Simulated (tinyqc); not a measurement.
From results back to parameters: donors on two lattice sites with valley-orbit split states. Two cases, with inputs chosen for the exercise.

Problem. The electron density is given and ND is hidden.

Each donor binds at most one electron, in any of its states. For a site s, W_s = sum over its states of g exp(E/kT), and the ionised share is 1/(1 + W_s exp(eta)), eta = (EF - Ec)/kT; n = Nc F_1/2(eta); neutrality n + NA = ND x (mean ionised share, the two sites in equal numbers); holes are neglected. Nc from N = 2 (m kB T/(4 pi c))^(3/2) with c = hbar^2/2m0, in 1/angstrom^3; times 1e24 for 1/cm^3, m = md. F_j(eta) = (1/Gamma(j + 1)) integral_0^infinity x^j dx/(1 + exp(x - eta)), which tends to exp(eta) for eta << 0.

Constants: hbar^2/2m0 = 3.80998211 eV angstrom^2; kB = 8.617333262e-05 eV/K.

Case 1.

Values chosen (near those of nitrogen in 4H-SiC; the results hold for these values, not for the real material):
- md = 0.836 m0 (density-of-states mass of the conduction band)
- E = (63.8, 56.9, 124.7, 76.5) meV (binding energies of h ground, h excited, k ground, k excited)
- g = (2, 4, 2, 4) (their degeneracies with spin)
- T = 200 K
- NA = 0 1/cm^3 (compensating acceptors, all ionised)

n = 3.0215e+15 1/cm^3

Case 2.

Values chosen (near those of nitrogen in 4H-SiC; the results hold for these values, not for the real material):
- md = 0.813 m0 (density-of-states mass of the conduction band)
- E = (61.1, 53.1, 127.5, 82.2) meV (binding energies of h ground, h excited, k ground, k excited)
- g = (2, 4, 2, 4) (their degeneracies with spin)
- T = 250 K
- NA = 0 1/cm^3 (compensating acceptors, all ionised)

n = 4.3748e+16 1/cm^3

Find: eta; mean ionised share; ND.

Solution. n/Nc gives eta, eta and W_s give the ionised share, and ND = (n + NA)/share.

Case 1.

eta = -8.148
mean ionised share = 0.737
ND = 4.1e+15 1/cm^3

Case 2.

eta = -5.767
mean ionised share = 0.527
ND = 8.3e+16 1/cm^3

Computed by tinyqc, one run a case: `OMP_NUM_THREADS=1 python tinyqc.py N N+1 out.jsonl` with N = 1651308, 1651329; one thread of a shared Intel(R) Xeon(R) Processor @ 2.30GHz, about 0.01 s a run at most.
